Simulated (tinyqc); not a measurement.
Stacked nanosheet transistor, parasitic resistance, capacitance and delay: what each parasitic element costs.

Ns sheets share one contact on top; each has perimeter p = 2 (Ws + ts) and cross-section A = Ws ts; contact width Wc = Ws + 10 nm, stack height Hs = Ns pv. Sheet 1 is the top one. Contact length Lc = CPP - Lg - 2 Lsp, shared by two neighbouring gates. Source and drain sides are equal. The formulas are first-order estimates, not field solutions.

Epitaxy sheet resistance Rsh = re/te, transfer length LT = sqrt(rc/Rsh), contact Rc = [sqrt(rc Rsh)/Wc] coth(Lc/(2 LT)); extension of one sheet Rx = rx Lsp/A. With N sheets: gate Cg = Cinv p N Lg; per side, plate Cp = ks eps0 [Wc (Hs + Hc) - N A]/Lsp, top fringe Cf = (2/pi) ks eps0 Wc ln(1 + Lg/(2 Lsp)), overlap Co = Cinv p N Lov. One sheet: I = p Q vx u/(1 + |u|^1.8)^(1/1.8), Q = Cinv n Vt ln(1 + exp((Vg' - VT + dl Vd')/(n Vt))), u = Vd' mu/(vx Lg), Vg' = Vgs - v, Vd' = Vds - 2 v, with the drop on each side v_j = Rc sum I + rv (sum over levels k = 2..j of the current of sheets k..Ns) + Rx I_j. Ieff = [I(Vgs = Vdd, Vds = Vdd/2) + I(Vdd/2, Vdd)]/2, total currents. With Cs = Cp + Cf + Co, the load of an inverter of two such devices driving an equal one is CL = 2 (Cg + 2 Cs) + 4 Cs + Cw (own drains counted twice for the Miller effect); delay CL Vdd/(2 Ieff). Each row removes one element and keeps the rest.

Inputs (values chosen for the exercise); values close to those of silicon logic devices:
- T = 300 K (temperature)
- Ns = 4 (number of sheets)
- Ws = 12 nm (sheet width)
- ts = 6 nm (sheet thickness)
- pv = 12 nm (vertical pitch of the sheets)
- rv = 204 ohm (vertical resistance between sheet levels)
- CPP = 48 nm (contacted gate pitch)
- Lg = 20 nm (gate length)
- Lsp = 7 nm (spacer length)
- ks = 7 (relative permittivity of the spacer)
- Hc = 20 nm (gate height above the channel stack)
- rc = 1.5e-9 ohm cm^2 (contact resistivity)
- re = 0.00023 ohm cm (resistivity of the source-drain epitaxy)
- te = 20 nm (current-carrying depth of the epitaxy)
- rx = 0.0007 ohm cm (resistivity of the extension)
- Lov = 2 nm (gate overlap)
- Cinv = 2.3 uF/cm^2 (inversion capacitance)
- vx = 1.2e7 cm/s (injection velocity)
- mu = 310 cm^2/(V s) (apparent mobility)
- VT = 0.27 V (threshold at zero drain voltage)
- dl = 0.064 V/V (barrier lowering)
- n = 1.16 (subthreshold factor)
- Cw = 0.34 fF (wire load)
- Vdd = 0.8 V (supply voltage)

Constants: q = 1.602176634e-19 C, kB = 1.380649e-23 J/K, eps0 = 8.8541878128e-12 F/m, Vt = kB T/q. Results are converted to the units shown.

One element removed at a time:
```
                         Ieff (uA)  CL (aF)  delay (ps)
as given                     79.64    617.2       3.100
no contact resistance        122.2    617.2       2.020
no extension resistance      85.55    617.2       2.886
no vertical resistance       85.79    617.2       2.878
air spacer (ks = 1)          79.64    538.6       2.705
no overlap                   79.64    564.2       2.834
no wire                      79.64    277.2       1.392
```

What do the numbers show?

Gains in delay, largest first: no wire 55 %, no contact resistance 35 %, air spacer (ks = 1) 13 %, no overlap 8.6 %, no vertical resistance 7.2 %, no extension resistance 6.9 %.

Numbers from tinyqc (`OMP_NUM_THREADS=1 python tinyqc.py 2170006 2170007 out.jsonl`; about 0.06 s on one thread of a shared Intel Xeon 2.30GHz).
